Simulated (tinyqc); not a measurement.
Inside a calculation. Model: tunnelling through a two-layer gate stack, WKB transmission and Tsu-Esaki current.

Computed by the program tinyqc: `OMP_NUM_THREADS=1 python tinyqc.py 2540059 2540060 out.jsonl`, one thread of a shared Intel Xeon 2.30GHz, about 0.04 s for the whole run. Printed values are rounded.

Electrons leave the emitter at x = 0. Energies E (motion across the layers) are in eV from the emitter Fermi level; the collector Fermi level lies at -V and offers states at every E. No charge in the dielectric and no image force: F1 = V/(t1 + t2 eps1/eps2), F2 = F1 eps1/eps2; U = phi1 - F1 x in layer 1 and phi2 - F1 t1 - F2 (x - t1) in layer 2. With C = hbar^2/(2 m0), kappa = sqrt(m (U - E)/C) where U > E and 0 elsewhere; T(E) = exp(-S), S = 2 times the integral of kappa over x.

Inputs (values chosen for the exercise); layer 1 close to silicon dioxide, layer 2 close to hafnium oxide: temperature T = 300 K; Fermi energy of the emitter above its band bottom Ef = 0.31 eV; emitter mass in the supply function me = 1 m0; barrier of layer 1 above the emitter Fermi level at zero bias phi1 = 2.96 eV; tunnelling mass of layer 1 m1 = 0.5 m0; thickness of layer 1 t1 = 0.6 nm; relative permittivity of layer 1 eps1 = 4.05; barrier of layer 2 at zero bias phi2 = 1.46 eV; tunnelling mass of layer 2 m2 = 0.21 m0; thickness of layer 2 t2 = 3.5 nm; relative permittivity of layer 2 eps2 = 21.2; voltage across the dielectric V = 1.2 V; energy of the electron followed E = 0 eV; cells in each layer nc = 3; lower end of the energy grid Ea = -0.31 eV; upper end of the energy grid Eb = 0.35 eV; points of the energy grid nE = 13.

Constants: q = 1.602176634e-19 C, kB = 1.380649e-23 J/K, hbar = 1.054571817e-34 J s, m0 = 9.1093837015e-31 kg, Vt = kB T/q, hbar^2/(2 m0) = 0.0380998212 eV nm^2. Results are converted to the units shown.

Range of the model: A layer thinner than 0.8 nm holds only a few atomic planes, where an effective mass is a rough description.

## Fields and band edges

F1 = V/(t1 + t2 eps1/eps2), F2 = F1 eps1/eps2; U = phi1 - F1 x in layer 1 and phi2 - F1 t1 - F2 (x - t1) in layer 2. EOT = 3.9 (t1/eps1 + t2/eps2).

F1 = 9.45901 MV/cm
F2 = 1.80703 MV/cm
U at the end of layer 1 = 2.39246 eV
U at the start of layer 2 = 0.892460 eV
U at the end of layer 2 = 0.26 eV
EOT = 1.22165 nm

## WKB exponent by the midpoint rule

Cut each layer into nc equal cells, take U and kappa at the cell centres, and sum S = 2 sum kappa h.

x, cell 0 to 5 (nm): [0.10000, 0.30000, 0.50000, 1.18333, 2.35000, 3.51667]
U, cell 0 to 5 (eV): [2.86541, 2.67623, 2.48705, 0.78705, 0.57623, 0.36541]
kappa, cell 0 to 5 (1/nm): [6.13221, 5.92632, 5.71302, 2.08281, 1.78216, 1.41918]
S = 19.4383
T(E) = 3.61455e-9

## WKB exponent in closed form

Each layer adds (2/F) sqrt(m/C) [G(u at its left edge) - G(u at its right edge)] to S, with u = U - E (0 where negative) and G(u) = (2/3) u^1.5. The slope follows from 1/d = -dS/dE.

S = 19.4168
T(E) = 3.69317e-9
energy d over which T(E) grows by a factor e = 0.079186 eV

The midpoint rule gives S = 19.438, so its T(E) is 2.1 % below this value. The band edge stays above E through the whole stack: direct tunnelling through a trapezoid.

## Current density on a coarse energy grid

J = J0 times the integral of T(E) N(E) dE, N = ln[(1 + exp(-E/Vt))/(1 + exp((-E - V)/Vt))], J0 = q^2 me m0 kB T/(2 pi^2 hbar^3) (times 1e-4 for A/cm^2 per eV), by Simpson's rule on nE equally spaced points from Ea to Eb.

E, point 0 to 12 (eV): [-0.310000, -0.255000, -0.200000, -0.145000, -0.090000, -0.035000, 0.020000, 0.075000, 0.130000, 0.185000, 0.240000, 0.295000, 0.350000]
T(E), point 0 to 12: [1.13837e-10, 2.00522e-10, 3.59908e-10, 6.59738e-10, 1.23864e-9, 2.39059e-9, 4.76601e-9, 9.88131e-9, 2.15200e-8, 5.00690e-8, 1.29188e-7, 4.11228e-7, 1.30773e-6]
N, point 0 to 12: [11.9913, 9.86389, 7.73678, 5.61251, 3.51166, 1.58358, 0.379349, 0.0535039, 0.00652647, 7.79772e-4, 9.29303e-5, 1.10717e-5, 1.31904e-6]
T(E) N, point 0 to 12: [1.36506e-9, 1.97793e-9, 2.78453e-9, 3.70279e-9, 4.34969e-9, 3.78569e-9, 1.80798e-9, 5.28689e-10, 1.40449e-10, 3.90424e-11, 1.20055e-11, 4.55300e-12, 1.72495e-12]
J0 = 4.18366e8 A/(cm^2 eV)
J = 0.457984 A/cm^2

The integrand peaks at E = -0.0900 eV among these points. A converged quadrature from -Ef to above the barrier gives 0.4570 A/cm^2; this grid is 0.21 % above that.
